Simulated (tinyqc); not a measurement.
What a faster ramp buys: rapid thermal processing of a wafer: radiative balance, ramp and cooling, pattern effects, pyrometer error and spike budget. Computed by tinyqc, a small Python program. Command: `OMP_NUM_THREADS=1 python tinyqc.py 3113741 3113742 out.jsonl rtp walk`. One thread of a shared host (Intel(R) Xeon(R) Processor @ 2.30GHz), about 0.04 s of CPU time with the checks.

The wafer is opaque and uniform through its thickness unless said otherwise; temperatures in formulas are in kelvin (C + 273.15). sigma = 5.670374419e-12 W/(cm^2 K^4).

Inputs (values chosen for the exercise, modelled on a hot silicon wafer):

| quantity | value | unit |
|---|---|---|
| wafer thickness d | 625 | micrometre |
| heat capacity per volume C | 2.06 | J/(cm^3 K) |
| thermal conductivity k | 0.21 | W/(cm K) |
| emissivity eps of each face | 0.58 | - |
| reflectivity of the chamber walls r | 0.0067 | - |
| gas heat-transfer coefficient h, both faces together | 1.8 | mW/(cm^2 K) |
| wall temperature T_w | 300 | K |
| process temperature | 753 | C |
| starting temperature | 500 | C |
| ramp rate | 330 | K/s |
| activation energy of the process E_a | 2.7 | eV |

Constants: k_B = 8.617333262e-05 eV/K.

Method:
- Effective emissivity between parallel grey plates: eps_eff = 1/(1/eps + 1/(1 - r) - 1). Loss per area q(T) = 2 eps_eff sigma (T^4 - T_w^4) + h (T - T_w).
- Absorbed power during a ramp = q(T) + C d x ramp rate; thermal time constant tau = C d/(dq/dT), dq/dT = 8 eps_eff sigma T^3 + h; natural cooling rate q/(C d); front-to-back difference under one-sided heating at the end of the ramp = (absorbed power) d/(2 k).
- Cooling with the lamps off: C d dT/dt = -q(T), integrated adaptively (relative tolerance 1e-10).
- Spike anneal: linear ramp to the peak, then lamps off. Equivalent time at the peak = int exp(-(E_a/k_B)(1/T - 1/T_peak)) dt; estimate (k_B T^2/E_a)(1/ramp rate + 1/cooling rate). The ramp part uses 4000 trapezoid steps, the cooling part 4000 steps over 4 tau.

time constant tau = 4.27482 s

holding power q = 8.51869 W/cm^2

natural cooling rate = 66.1646 K/s

Against the ramp rate:

| ramp (K/s) | ramp part (s) | cooling part (s) | total (s) | power at the peak (W/cm^2) |
|---|---|---|---|---|
| 10 | 3.1597 | 0.53516 | 3.6948 | 9.81 |
| 25 | 1.2639 | 0.53516 | 1.7990 | 11.74 |
| 50 | 0.6319 | 0.53516 | 1.1671 | 14.96 |
| 100 | 0.3160 | 0.53516 | 0.8511 | 21.39 |
| 250 | 0.1264 | 0.53516 | 0.6615 | 40.71 |
| 500 | 0.0632 | 0.53516 | 0.5983 | 72.89 |
| 1000 | 0.0316 | 0.53516 | 0.5668 | 137.27 |

What follows from these numbers?

From 10 to 100 K/s the total falls by a factor 4.3, from 100 to 1000 K/s by 1.50: the cooling part, 0.535 s, is a floor, and the natural cooling rate here is 66.2 K/s.

Extremes, crossings and ranges named in words are read from the listed rows.
